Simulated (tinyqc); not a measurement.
The fan of levels: Landau levels of massive Dirac electrons in two valleys.

H = hv (tau kx sx + ky sy) + (D/2) sz. Conduction levels E_N = sqrt(D^2/4 + 2N hv^2/l^2) - D/2 from the band edge; N = 1, 2, ... occur in both valleys, N = 0 in one valley only (its partner in the other valley lies at the valence edge). Each state is twofold in spin; spin splittings are left out, although in real dichalcogenides the spin-orbit splitting exceeds the level spacing and changes the filling sequence.

In a field B along z: l = 1/sqrt((e/hbar) B) is the magnetic length, n_B = B/(h/e) the number of states per area in one level, hbar wc = 2 muB B/m for mass m in m0; 1/angstrom^2 = 1e16/cm^2.

Constants: e/hbar = 1.519267448e-05 1/(T angstrom^2); h/e = 413566.7697 T angstrom^2; muB = 5.788381798e-05 eV/T.

Parameters, chosen for this exercise (out of a larger set: near those of a MoS2 monolayer; not measured data): hv = 3.31 eV angstrom (hbar v); D = 1.57 eV (gap); Bs = (2, 4, 6, 8, 10, 12, 15) T (fields).

The four lowest levels against B, with their labels in order.

Levels (meV):

| B (T) | first | second | third | fourth | order |
|---|---|---|---|---|---|
| 2.00 | 0.00 | 0.42 | 0.85 | 1.27 | 0 1 2 3 |
| 4.00 | 0.00 | 0.85 | 1.69 | 2.54 | 0 1 2 3 |
| 6.00 | 0.00 | 1.27 | 2.54 | 3.81 | 0 1 2 3 |
| 8.00 | 0.00 | 1.69 | 3.39 | 5.07 | 0 1 2 3 |
| 10.0 | 0.00 | 2.12 | 4.23 | 6.34 | 0 1 2 3 |
| 15.0 | 0.00 | 3.17 | 6.34 | 9.48 | 0 1 2 3 |

Give the missing row, B (T) = 12.0.

Computed row:
```
B (T)  first  second  third  fourth    order
12.0    0.00    2.54   5.07    7.60  0 1 2 3
```

The fourth level grows as B^1.00 over the first two rows and B^0.99 over the last two (1 for a parabolic band without a fixed offset such as a valley splitting, 1/2 for massless Dirac electrons). The order of the levels does not change. Level 1 follows hbar wc = 2 hv^2/(l^2 D) while that is small against D: 3.2 meV against 3.2 meV in the last row.

Computed by tinyqc, a small Python program: `OMP_NUM_THREADS=1 python tinyqc.py 1282382 1282383 out.jsonl` (the numbers bound the seed that draws the inputs); one thread of a shared host (Intel(R) Xeon(R) Processor @ 2.30GHz), about 0.01 s for the whole set of steps.
